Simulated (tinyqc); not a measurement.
## Ten-year voltage from two stress tests

Question. Lifetimes follow tau = t0 exp(B/Vd). Ten years are 3.15576e8 s. Find B, t0 and the drain voltage for ten years.

lifetimes at Vd = 3.6 and 4 V (s): 1.1e5  4766.40083

Solution. ln(tau) is linear in 1/Vd.

B = 113.0 V
t0 = 2.567e-9 s
ten-year voltage = 2.872 V

Computed by the program tinyqc: `OMP_NUM_THREADS=1 python tinyqc.py 2550142 2550143 out.jsonl`, one thread of a shared Intel Xeon 2.30GHz, about 0.01 s for the whole run.
